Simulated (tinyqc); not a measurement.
# Undoped symmetric double-gate MOSFET, analytic potential model: effect of the temperature

An undoped body of thickness ts between two equal insulators and tied gates; long channel, electrons only, n = ni exp((psi - V)/Vt) with V the quasi-Fermi potential (0 at the source, Vd at the drain), constant mobility, no quantisation. Across the body psi(x) = V - 2 Vt ln[(ts/(2 beta)) sqrt(q ni/(2 eps0 eps_r Vt)) cos(2 beta x/ts)], x from the centre. Q is the electron charge per area of the whole body.

Nc and Nv are given at 400 K and scale as (T/400 K)^1.5; Eg and mu are held fixed. ni = sqrt(Nc Nv) exp(-Eg/(2 Vt)), Eg in volts; r = eps_r tox/(eox ts); V0 = dphi + 2 Vt ln[(2/ts) sqrt(2 eps0 eps_r Vt/(q ni))]. beta (between 0 and pi/2) solves (Vg - V0 - V)/(2 Vt) = ln(beta) - ln(cos beta) + 2 r beta tan(beta). Q = 8 eps0 eps_r Vt beta tan(beta)/ts; I = mu (1/L)(4 eps0 eps_r/ts)(2 Vt)^2 [g(beta_s) - g(beta_d)] per width, g = beta tan(beta) - beta^2/2 + r beta^2 tan^2(beta), with beta_s at V = 0 and beta_d at V = Vd.  I(low) is taken at Vg = 0.32 V, Qs and I(high) at Vg = 1.07 V.

Inputs (values chosen for the exercise); material values close to those of silicon:
```
symbol    value        unit                                                         meaning
Eg          1.1          eV                                                        band gap
eps_r      11.5                                  relative permittivity of the semiconductor
Nc      4.39e19       cm^-3  conduction-band density of states at the reference temperature
Nv       4.1e19       cm^-3     valence-band density of states at the reference temperature
eox        8.75                                 relative permittivity of the gate insulator
tox         2.6          nm                                             insulator thickness
ts            5          nm                                                  body thickness
dphi       0.08           V              gate work function less that of the intrinsic body
mu          130  cm^2/(V s)                                                channel mobility
L             2          um                                                     gate length
Vd          0.3           V                                                   drain voltage
```

Constants: q = 1.602176634e-19 C, kB = 1.380649e-23 J/K, Vt = kB T/q, eps0 = 8.8541878128e-14 F/cm where lengths are in cm. Results are converted to the units shown.

Effect of the temperature:

| T (K) | V0 (V) | I(low) (nA/um) | Qs(high) (nC/cm^2) | I(high) (uA/um) |
|---|---|---|---|---|
| 220 | 0.60153 | 1.3522e-4 | 2331.3 | 29.966 |
| 250 | 0.59628 | 0.0013244 | 2331.6 | 30.172 |
| 280 | 0.59086 | 0.0082154 | 2335.7 | 30.439 |
| 310 | 0.58531 | 0.036735 | 2343.1 | 30.755 |
| 340 | 0.57963 | 0.12882 | 2353.3 | 31.114 |
| 370 | 0.57384 | 0.37514 | 2366.0 | 31.509 |
| 400 | 0.56794 | 0.94449 | 2380.7 | 31.936 |
| 430 | 0.56195 | 2.1166 | 2397.4 | 32.390 |

As T goes from 220 to 430 K, I(low) rises from 1.35e-4 to 2.12 nA/um and I(high) rises from 30.0 to 32.4 uA/um. V0 falls from 0.602 to 0.562 V. In every row the surface density at the source at the higher gate voltage passes 0.3 Nc, where Boltzmann statistics fail. In every row the mobility is held fixed, though a real one changes with T. In every row the body is thin enough for quantum confinement, left out here, to raise the threshold.

tinyqc, about 0.01 s, one thread, Intel Xeon 2.30GHz (shared host): `OMP_NUM_THREADS=1 python tinyqc.py 2440010 2440011 out.jsonl`
